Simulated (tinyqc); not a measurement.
On-chip interconnect, size-dependent resistivity and RC delay: two steps of the calculation.

A rectangular line between two neighbours and two ground planes. Surface and grain-boundary scattering are added to the bulk resistivity as corrections; capacitances are parallel-plate values without fringing; inductance is ignored.

Values chosen for this exercise; metal values close to those of copper: line length Lw = 19 um; driver resistance Rd = 12000 ohm; load capacitance Cl = 0.25 fF; time step dt = 4.1 ps.

Task 1. Ladder and Elmore delays. 5 equal pi sections: series Rs = r Lw/5; node capacitances c Lw/5, halved at nodes 0 and 5, with Cl added to node 5; Rd feeds node 0. Elmore delay of node k: the sum, over the resistors on the path to k, of resistance times all capacitance downstream of it.

r = 3.6932329 ohm/um
c = 0.074320690 fF/um

Give: Rs; C; Elmore delay.

Result 1.

Rs = 14.03 ohm

```
node  C (fF)  Elmore delay (ps)
0     0.1412              19.95
1     0.2824              19.97
2     0.2824              19.98
3     0.2824              20.00
4     0.2824              20.01
5     0.3912              20.01
```

The far-end value equals Rd (c Lw + Cl) + r Lw (c Lw/2 + Cl) for any number of pi sections; the line resistance contributes 0.335 % of it.

Task 2. Node voltages after a time step. A 1 V step is applied behind Rd at t = 0. C dv/dt = -G v + b, with G the conductance matrix of the ladder (1/Rs between neighbours, 1/Rd added at node 0) and b = (1 V/Rd, 0, ...). Trapezoidal step: (C/dt + G/2) v(new) = (C/dt - G/2) v + b.

Rs = 14.034285 ohm

```
node      C (fF)  v at t = 0 (V)
0     0.14120931               0
1     0.28241862               0
2     0.28241862               0
3     0.28241862               0
4     0.28241862               0
5     0.39120931               0
```

Give: v at t = 1 dt.

Result 2.

v at t = 1 dt, node 0 to 5 (V): 0.19012  0.18818  0.18661  0.18541  0.18456  0.18406

Computed by the program tinyqc: `OMP_NUM_THREADS=1 python tinyqc.py 2100065 2100066 out.jsonl`, one thread of a shared Intel Xeon 2.30GHz, about 0.01 s for the whole run.
